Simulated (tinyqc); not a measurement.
Long-channel MOSFET, surface-potential model: course of the iteration: surface potential at the source by Newton steps.

n-channel transistor on a uniformly doped p-type body, gradual-channel approximation, constant mobility, Boltzmann statistics, full ionisation. Potentials are counted from the neutral body; V is the electron quasi-Fermi potential, Vsb at the source and Vsb + Vds at the drain. Charges are magnitudes per area.

With V = Vsb: G = psi - Vt + Vt e, e = exp((psi - 2 phiF - Vsb)/Vt); f = Vgs + Vsb - Vfb - psi - gamma sqrt(G); f' = -1 - gamma (1 + e)/(2 sqrt(G)); psi(new) = psi - f/f'.

Stop when psi changes by less than 1e-10 V, or after 40 iterations.

Values chosen for this exercise; material values those of a made-up semiconductor: temperature T = 300 K; flat-band voltage Vfb = -0.85 V; source-body reverse bias Vsb = 0 V; gate-source voltage Vgs = 0.32 V.

Constants: q = 1.602176634e-19 C, kB = 1.380649e-23 J/K, Vt = kB T/q. Results are converted to the units shown.

psi at the start (the smaller of 2 phiF + Vsb + 4 Vt and the root without inversion charge) = 0.952256 V
phiF = 0.424424 V
gamma = 0.0751854 V^0.5

Course of the iteration:

| iteration | psi (V) | \|change\| (V) |
|---|---|---|
| 1 | 0.995681 | 0.0434 |
| 2 | 0.986180 | 9.50e-3 |
| 3 | 0.985336 | 8.44e-4 |
| 4 | 0.985330 | 5.98e-6 |
| 5 | 0.985330 | 2.98e-10 |
| 6 | 0.985330 | 0 |

Did this iteration meet its convergence test, and what does its course show?

Yes. Converged in 6 iterations. At the end the number of correct digits about doubles with each step.

Program tinyqc, `OMP_NUM_THREADS=1 python tinyqc.py 2360116 2360117 out.jsonl`; Intel Xeon 2.30GHz, shared host, one thread, about 0.05 s.
